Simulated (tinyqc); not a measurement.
p-n diode with diffusion and depletion-layer recombination: two steps of the calculation.

Abrupt junction in the depletion approximation, low injection, full ionisation, neutral widths fixed, ohmic contact on the p side. Vj is the junction voltage; where a series resistance Rs is given, V = Vj + J Rs is the terminal voltage.

Parameters, values chosen for the exercise; band and dielectric values close to those of In0.53Ga0.47As: temperature T = 300 K; band gap Eg = 0.742 eV; conduction-band density of states at T Nc = 2.11e17 cm^-3; valence-band density of states at T Nv = 7.68e18 cm^-3; acceptor density Na = 3.7e17 cm^-3; donor density Nd = 8.7e15 cm^-3; electron mobility in the p side mun = 3400 cm^2/(V s); hole mobility in the n side mup = 280 cm^2/(V s); electron lifetime tn = 2e-9 s; hole lifetime tp = 1e-9 s; neutral width of the p side wp = 0.76 um; neutral width of the n side wn = 17 um; recombination velocity at the n contact Sp = 1e7 cm/s; series resistance Rs = 0.002 ohm cm^2; terminal voltage V = 0.57 V.

Constants: q = 1.602176634e-19 C, kB = 1.380649e-23 J/K, Vt = kB T/q. Results are converted to the units shown.

Task 1. Diffusion lengths and saturation currents. ni = sqrt(Nc Nv) exp(-Eg/(2 Vt)), Eg in volts; D = mu Vt; Ln = sqrt(Dn tn), Lp = sqrt(Dp tp); J0n = q ni^2 Dn coth(wp/Ln)/(Ln Na); J0p = (q ni^2 Dp/(Lp Nd)) (s + tanh(wn/Lp))/(1 + s tanh(wn/Lp)), s = Sp Lp/Dp.

Give: ni; Ln; Lp; J0n; J0p.

Result 1.

ni = 7.452e11 cm^-3
Ln = 4.193 um
Lp = 0.8508 um
J0n = 2.812e-7 A/cm^2
J0p = 8.702e-7 A/cm^2

wp/Ln = 0.18 and wn/Lp = 20; holes carry 75.6 % of the diffusion current.

Task 2. New Vj. Diffusion current alone: J = J0 (exp(Vj/Vt) - 1), g = Vj + J Rs - V, g' = 1 + Rs J0 exp(Vj/Vt)/Vt, Vj(new) = Vj - g/g'.

Vj after iteration 1 = 0.56831064 V
J0 = J0n + J0p = 1.1513585e-6 A/cm^2

Give: J; g; g'; Vj after iteration 2.

Result 2.

J = 4059 A/cm^2
g = 8.116 V
g' = 315.0
Vj after iteration 2 = 0.5425 V

tinyqc, about 0.01 s, one thread, Intel Xeon 2.30GHz (shared host): `OMP_NUM_THREADS=1 python tinyqc.py 2260148 2260149 out.jsonl`
